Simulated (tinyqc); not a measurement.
## Cell and bit-line capacitance from two signals

Inverse problem. In a DRAM a freshly written one gives the bit-line signal (Vd/2) Cs/(Cs + Cb). Find Cs and Cb.

Inputs (values chosen for the exercise): array voltage Vd = 1.2 V.

signal of a fresh one without and with 30 fF added to the bit line (mV): 107.14286  84.507042

Solution. (Vd/2)/signal = 1 + Cb/Cs, and the added capacitance raises it by its ratio to Cs.

Cs = 20.00 fF
Cb = 92.00 fF

tinyqc, about 0.01 s, one thread, Intel Xeon 2.30GHz (shared host): `OMP_NUM_THREADS=1 python tinyqc.py 2130145 2130146 out.jsonl`
